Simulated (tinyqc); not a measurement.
Changing the surface binding energy U: physical sputtering: collision-cascade yield, angular dependence, faceting and resputtering in deposition. Computed by tinyqc, a small Python program. Command: `OMP_NUM_THREADS=1 python tinyqc.py 3025766 3025767 out.jsonl sputter sweep`. One thread of a shared host (Intel(R) Xeon(R) Processor @ 2.30GHz), about 0.01 s of CPU time with the checks.

Ions start collision cascades; atoms that reach the surface with more than U leave. The target is amorphous or fine-grained.

Inputs (values chosen for the exercise, modelled on gallium ions on silicon):
```
quantity,value,unit
ion Z1,31,-
ion mass M1,69.7,u
target Z2,14,-
target mass M2,28.09,u
target density N,49.9,1/nm^3
fit factor Q,0.67,-
ion energy E,1200,eV
current density J,3.4,mA/cm^2
```

Constants: e = 1.602176634e-19 C.

Method. gamma = 4 M1 M2/(M1 + M2)^2; threshold E_th = 6.7 U/gamma for M1 >= M2, else U (1 + 5.7 M1/M2)/gamma. eps = 0.03255 M2 E/(Z1 Z2 (M1 + M2) z), z = (Z1^(2/3) + Z2^(2/3))^(1/2), E in eV; s_n = 3.441 sqrt(eps) ln(eps + 2.718)/(1 + 6.355 sqrt(eps) + eps (6.882 sqrt(eps) - 1.708)); S_n = 84.78 Z1 Z2 M1 s_n/((M1 + M2) z) in eV angstrom^2; alpha = 0.249 (M2/M1)^0.56 + 0.0035 (M2/M1)^1.5 for M1 <= M2, else 0.0875 (M2/M1)^(-0.15) + 0.165 M2/M1; Y0 = 0.042 Q alpha S_n/U [1 - sqrt(E_th/E)]^2.5 (the electronic-loss factor of the full formula is dropped). Erosion rate = Y0 J/(e N); 1 cm^2 = 1e14 nm^2.

One run for each value:
```
surface binding energy U (eV),yield Y0 (atoms per ion),threshold E_th (eV),erosion rate (nm/min)
2,2.1086,16.362,538.04
3,1.3036,24.544,332.64
4,0.9158,32.725,233.69
5,0.6906,40.906,176.23
6,0.5449,49.087,139.05
7,0.4437,57.269,113.22
8,0.3698,65.450,94.36
9,0.3137,73.631,80.05
10,0.2700,81.812,68.88
```

Describe and explain the trends.

Over the rows, yield Y0 (atoms per ion) falls from 2.11 to 0.270 (exponent d ln y / d ln x -1.2 between the first rows and -1.4 between the last); threshold E_th (eV) rises from 16.4 to 81.8 (exponent d ln y / d ln x about 1.0 throughout); erosion rate (nm/min) falls from 538 to 68.9 (exponent d ln y / d ln x -1.2 between the first rows and -1.4 between the last). The exponent of threshold E_th stays at 1: the threshold scales with U. U acts twice, as the divisor and through the threshold.
